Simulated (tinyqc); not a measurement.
Quasi-harmonic thermal expansion with mode Grueneisen parameters: one step, computed by the program tinyqc. Command: `OMP_NUM_THREADS=1 python tinyqc.py 3000537 3000538 out.jsonl qha walk`. One thread of a shared host (Intel(R) Xeon(R) Processor @ 2.30GHz), about 0.04 s of CPU time with the checks.

A crystal with two atoms a cell; per atom there are 1 transverse acoustic (TA), 1/2 longitudinal acoustic (LA) and 3/2 optical (O) modes. Every frequency of group i scales as nu_i (V/V0)^(-gamma_i). The acoustic groups have Debye spectra, density 3 nu^2/nu_i^3 up to nu_i (40 Gauss-Legendre points); the optical group has one frequency. Static energy: E = (9 V0 B0/16) [y^3 B' + y^2 (2 - 4 y)], y = (V0/V)^(2/3) - 1, with pressure P_s = (3 B0/2) (z^7 - z^5) [1 + (3/4)(B' - 4)(z^2 - 1)], z = (V0/V)^(1/3).

Task: Mode groups at the static volume. For a mode with x = h nu/(k_B T), n = 1/(exp(x) - 1): U = h nu (n + 1/2), C/k_B = x^2 n (n + 1); U_i and C_i sum these over group i with its weight per atom. Phonon pressure P_ph = sum_i gamma_i U_i/V.

Inputs (values chosen for the exercise, for a model crystal):

| quantity | value | unit |
|---|---|---|
| static volume V0 | 16.8 | angstrom^3/atom |
| frequency nu_TA | 6.23 | THz |
| frequency nu_LA | 10.9 | THz |
| frequency nu_O | 18.7 | THz |
| Grueneisen parameter gamma_TA | 0.75 | - |
| Grueneisen parameter gamma_LA | 1.4 | - |
| Grueneisen parameter gamma_O | 1.3 | - |
| temperature T | 800 | K |

Acoustic groups: Debye.

Constants: h x 1 THz = 4.135667696 meV; k_B = 8.617333262e-05 eV/K; 1 eV/angstrom^3 = 160.2176634 GPa.

Give: Groups; phonon pressure at V0.

Result:

Groups:

| group | h nu_i/(k_B T) | U_i (meV) | C_i (k_B) | gamma_i C_i (k_B) |
|---|---|---|---|---|
| TA | 0.3737 | 69.42 | 0.9931 | 0.7448 |
| LA | 0.6539 | 35.20 | 0.4895 | 0.6853 |
| O | 1.122 | 114.0 | 1.352 | 1.758 |

phonon pressure at V0 = 2.380 GPa
